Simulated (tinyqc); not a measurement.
# A chain with two barriers and dephasing by Buettiker voltage probes: what changes with what

Sites 1 to 3 form a chain with hopping -t. Lead L joins site 1 and lead R site 3, both semi-infinite chains with hopping -t and site energy 0. Every site carries a probe with self-energy -i Gamma_p/2 that draws no net current. Linear response at zero temperature: mu_L = 1, mu_R = 0 in units of the bias.

Inputs (values chosen for the exercise): hopping (matrix element -t) t = 1 eV; site energies 1 to N U = [3.7, 0, 1.9] eV; Fermi energy E = -0.68 eV; probe broadening Gamma_p gp = 0.61 eV.

Constants: q = 1.602176634e-19 C, h = 6.62607015e-34 J s. Results are converted to the units shown.

Each table varies one quantity; the others keep the values above.

## Resistance against length

Sigma = t^2 g(E), g(x) = (x - i sqrt(4 t^2 - x^2))/(2 t^2) for |x| < 2 t and (x - sign(x) sqrt(x^2 - 4 t^2))/(2 t^2) otherwise; Gamma = -2 Im Sigma; G = (E - H - Sigma_L - Sigma_R + i Gamma_p/2)^(-1). With Gamma the broadening by one lead, T_RL = Gamma^2 |G_(last,1)|^2, T_pL = Gamma Gamma_p |G_(p,1)|^2, T_pR = Gamma Gamma_p |G_(p,last)|^2, T_pq = Gamma_p^2 |G_(p,q)|^2 for p != q. No current into probe p: W mu = T_pL with W_pp = T_pL + T_pR + sum_q T_pq and W_pq = -T_pq. Then T_eff = T_RL + sum_p T_pR mu_p, and the resistance is (h/2q^2)/T_eff. Without probes means Gamma_p = 0. The list U is repeated k times, each site with its probe.

Resistance against length:

| k | sites | T without probes | T_eff | resistance (kohm) |
|---|---|---|---|---|
| 1 | 3 | 0.6952 | 0.2887 | 44.71 |
| 2 | 6 | 0.9991 | 0.1272 | 101.5 |
| 3 | 9 | 0.6961 | 0.08689 | 148.5 |
| 4 | 12 | 0.9966 | 0.06564 | 196.6 |
| 6 | 18 | 0.9924 | 0.04410 | 292.6 |
| 8 | 24 | 0.9866 | 0.03321 | 388.7 |
| 12 | 36 | 0.9707 | 0.02223 | 580.7 |
| 16 | 48 | 0.9499 | 0.01670 | 772.7 |

The resistance rises from 44.7 to 773 kohm, by 16.0 kohm a site between k = 8 and 12 and 16.0 between 12 and 16: Ohm's law, R = R0 + rho N with the extrapolated intercept R0 = 4.57 kohm (h/2q^2 = 12.91 kohm). The intercept differs from h/2q^2, since the ends of the chain scatter differently from its bulk, so no mean free path is read from it.

## Coherent and dephased transmission against energy

With Gamma the broadening by one lead, T_RL = Gamma^2 |G_(3,1)|^2, T_pL = Gamma Gamma_p |G_(p,1)|^2, T_pR = Gamma Gamma_p |G_(p,3)|^2, T_pq = Gamma_p^2 |G_(p,q)|^2 for p != q.

Results:

| E (eV) | T without probes | T_eff |
|---|---|---|
| -1.8 | 0.0028919 | 0.021042 |
| -1.2 | 0.048563 | 0.10829 |
| -0.9 | 0.22381 | 0.21265 |
| -0.6 | 0.75186 | 0.30042 |
| -0.3 | 0.26624 | 0.25368 |
| 0 | 0.11312 | 0.17470 |
| 0.3 | 0.065383 | 0.12273 |
| 0.6 | 0.044219 | 0.090391 |
| 0.9 | 0.032360 | 0.069131 |
| 1.2 | 0.024236 | 0.053936 |
| 1.5 | 0.017180 | 0.041414 |
| 1.8 | 0.0087292 | 0.027468 |

Estimate the missing row, E = -1.5 eV.

Computed row:

| E (eV) | T without probes | T_eff |
|---|---|---|
| -1.5 | 0.013319 | 0.050715 |

With this row back in the table: Without probes T lies between 0.00289 and 0.752 in these rows, with them between 0.0210 and 0.300. The probes lower it in 3 rows and raise it in 10; the largest relative gain is at E = -1.8 eV, where the coherent value is 0.00289.

## Effect of the dephasing strength

Same model as above.

Results:

| gp (eV) | T_RL | through probes | T_eff | resistance (kohm) |
|---|---|---|---|---|
| 0.01 | 0.65908 | 0.019583 | 0.67866 | 19.017 |
| 0.018 | 0.63209 | 0.033868 | 0.66595 | 19.380 |
| 0.032 | 0.58857 | 0.056245 | 0.64481 | 20.016 |
| 0.056 | 0.52350 | 0.088044 | 0.61154 | 21.105 |
| 0.1 | 0.42864 | 0.13014 | 0.55878 | 23.098 |
| 0.18 | 0.31030 | 0.17322 | 0.48352 | 26.693 |
| 0.56 | 0.10200 | 0.19989 | 0.30189 | 42.751 |
| 1 | 0.042936 | 0.17708 | 0.22001 | 58.662 |
| 1.8 | 0.014113 | 0.14420 | 0.15831 | 81.526 |

Estimate the missing row, gp = 0.32 eV.

Computed row:

| gp (eV) | T_RL | through probes | T_eff | resistance (kohm) |
|---|---|---|---|---|
| 0.32 | 0.19324 | 0.19983 | 0.39307 | 32.835 |

With this row back in the table: Without probes the transmission is 0.695. T_eff falls from 0.679 to 0.158; the direct part falls from 0.659 to 0.0141 and the part through probes goes from 0.0196 through a maximum of 0.200 (at gp = 0.56 eV among the rows listed) to 0.144. At this energy dephasing lowers T_eff from the start: the probes give back less than the direct part loses.

tinyqc, about 0.01 s, one thread, Intel Xeon 2.30GHz (shared host): `OMP_NUM_THREADS=1 python tinyqc.py 2700029 2700030 out.jsonl`
